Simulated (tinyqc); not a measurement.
Inside a calculation. Method: RKS/PBE in the 6-31g basis, for H3-, spin multiplicity 1. The basis has no diffuse functions, so it cannot describe the extra electron: this is an exercise in the method, not the real anion. One step of it, computed by the program tinyqc.

Question. Iteration 1: diagonalisation and new density. Diagonalise F' = X^T F X, C = X C', fill 2 alpha and 2 beta electrons from the bottom; D = 2 C_occ C_occ^T. Each column has its largest component positive (the first on a tie).

Kohn-Sham matrix F (hartree):
```
           1H 1s      1H 2s      2H 1s      2H 2s      3H 1s      3H 2s
1H 1s   0.056955  -0.270246  -0.178435  -0.198446  -0.178435  -0.198446
1H 2s  -0.270246  -0.111325  -0.153016  -0.097103  -0.153016  -0.097103
2H 1s  -0.178435  -0.153016   0.287017  -0.145271  -0.010245  -0.059812
2H 2s  -0.198446  -0.097103  -0.145271   0.001824  -0.059812  -0.084388
3H 1s  -0.178435  -0.153016  -0.010245  -0.059812   0.287017  -0.145271
3H 2s  -0.198446  -0.097103  -0.059812  -0.084388  -0.145271   0.001824
```

X:
```
           1H 1s      1H 2s      2H 1s      2H 2s      3H 1s      3H 2s
1H 1s   1.275989  -0.606905  -0.019170   0.074021  -0.019170   0.074021
1H 2s  -0.606905   2.459322  -0.000058  -0.913906  -0.000058  -0.913906
2H 1s  -0.019170  -0.000058   1.255601  -0.493952  -0.002440   0.042410
2H 2s   0.074021  -0.913906  -0.493952   1.734264   0.042410   0.247093
3H 1s  -0.019170  -0.000058  -0.002440   0.042410   1.255601  -0.493952
3H 2s   0.074021  -0.913906   0.042410   0.247093  -0.493952   1.734264
```

Give: F' = X^T F X; orbital energies; coefficients C; D after iteration 1.

Answer.

F' = X^T F X (hartree):
```
        1       2       3       4       5       6
1   0.424  -0.474  -0.110  -0.042  -0.110  -0.042
2  -0.474   0.449  -0.075  -0.135  -0.075  -0.135
3  -0.110  -0.075   0.635  -0.417   0.025   0.036
4  -0.042  -0.135  -0.417   0.379   0.036  -0.034
5  -0.110  -0.075   0.025   0.036   0.635  -0.417
6  -0.042  -0.135   0.036  -0.034  -0.417   0.379
```

orbital energies (hartree): MO1 -0.234, MO2 0.047, MO3 0.278, MO4 0.839, MO5 0.976, MO6 0.996

coefficients C:
```
         MO1     MO2     MO3     MO4     MO5     MO6
1H 1s  0.388   0.000   0.350  -0.857   0.000  -1.000
1H 2s  0.445   0.000   1.486   1.226   0.000   2.044
2H 1s  0.162   0.263  -0.129  -0.646  -0.931   0.653
2H 2s  0.084   0.581  -1.139   0.105   0.955  -1.261
3H 1s  0.162  -0.263  -0.129  -0.646   0.931   0.653
3H 2s  0.084  -0.581  -1.139   0.105  -0.955  -1.261
```

D after iteration 1:
```
       1H 1s  1H 2s   2H 1s   2H 2s   3H 1s   3H 2s
1H 1s  0.301  0.345   0.126   0.065   0.126   0.065
1H 2s  0.345  0.395   0.144   0.075   0.144   0.075
2H 1s  0.126  0.144   0.190   0.332  -0.085  -0.278
2H 2s  0.065  0.075   0.332   0.690  -0.278  -0.661
3H 1s  0.126  0.144  -0.085  -0.278   0.190   0.332
3H 2s  0.065  0.075  -0.278  -0.661   0.332   0.690
```
